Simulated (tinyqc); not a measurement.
What each parameter does: interface roughness in a thin film (subband fluctuation and scattering).

Square well of width t, barriers V0, c = hbar^2/2m0: E1 solves k t + 2 atan[(k/mz)/(kappa/mb)] = pi, k = sqrt(mz E/c), kappa = sqrt(mb (V0 - E)/c). One interface is rough, so the subband edge fluctuates by G dt with G = |dE1/dt| (central difference of 0.01 angstrom; 2 E1/t for hard walls).

Gaussian roughness spectrum S(q) = pi D^2 Lc^2 exp(-q^2 Lc^2/4). Degenerate gas, taken to fill one subband (the second starts to fill once c kF^2/md exceeds E2 - E1, which is not tested here): kF = sqrt(2 pi Ns/gv), q = 2 kF sin(theta/2), 1/tau = (md/(2 pi c hbar)) G^2 times the integral from 0 to pi of S(q)(1 - cos theta)/eps(q)^2 dtheta, eps(q) = 1 + qs/q with screening (qs = gv md q0/(c eps), q0 = e^2/(4 pi eps0), form factors left out, which overstates the screening; other scattering is left out too, so these values lie far above measured mobilities in all but the thinnest films) or 1 without; mobility = tau c2/md with c2 = e/m0 = 1.75882e15 cm^2/(V s^2); 1e12/cm^2 = 1e-4/angstrom^2.

Constants: hbar^2/2m0 = 3.80998211 eV angstrom^2; hbar = 6.58211957e-16 eV s; e^2/(4 pi eps0) = 14.39964547 eV angstrom.

Parameters, chosen for this exercise (near those of a thin Si channel on (100), two-fold valleys; shifted at random, so the results belong to these values and not to a real crystal):
```
symbol  value  unit         meaning
t       32     angstrom     film thickness
mz      0.889  m0           confinement mass
V0      3.09   eV           barrier
mb      0.51   m0           barrier mass
md      0.196  m0           mass in the plane
gv      2                   valleys
D       3.2    angstrom     rms height of the roughness
Lc      28     angstrom     correlation length
Ns      5.6    x 1e12/cm^2  sheet density
eps     7.6                 mean dielectric constant at the channel
```

G, G D, and the screened mobility.

Results for these values:
```
case,G (meV/angstrom),G D (meV),mobility (cm^2/(V s))
base,2.192,7.01,7.781e+04
```

What happens to each result for eps = 9.1, all else kept?

Answer: G does not change at the printed digits; G D does not change at the printed digits; mobility falls from 7.781e+04 to 6.014e+04.

The same for each parameter in turn:
```
case,G (meV/angstrom),G D (meV),mobility (cm^2/(V s))
base,2.192,7.01,7.781e+04
t = 38 angstrom,1.343,4.30,2.073e+05
D = 4.16 angstrom,2.192,9.12,4.604e+04
Lc = 36 angstrom,2.192,7.01,9.070e+04
Ns = 8.96 x 1e12/cm^2,2.192,7.01,1.016e+05
mz = 1.022 m0,1.947,6.23,9.864e+04
md = 0.225 m0,2.192,7.01,7.254e+04
V0 = 2.16 eV,2.124,6.80,8.288e+04
eps = 9.1,2.192,7.01,6.014e+04
```

In the base case G D is 0.21 times EF - E1 = 34.2 meV.

(tinyqc, `OMP_NUM_THREADS=1 python tinyqc.py 1252745 1252746 out.jsonl`, Intel(R) Xeon(R) Processor @ 2.30GHz, 1 thread, shared host, about 0.01 s.)
